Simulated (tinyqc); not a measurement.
Dead time and true rate from two light levels.

Problem. A non-paralysable detector measures m = n/(1 + n td); dark counts are negligible. Find td and the true rate at the lower flux.

measured rates at a photon flux and at four times that flux (1/s): 2.4242424e7  5.6140351e7

Answer. 1/m = 1/n + td, so the difference of the inverse rates is 3/(4 n).

td = 10.00 ns
n = 3.200e7 1/s

tinyqc, about 0.01 s, one thread, Intel Xeon 2.30GHz (shared host): `OMP_NUM_THREADS=1 python tinyqc.py 2630058 2630059 out.jsonl`
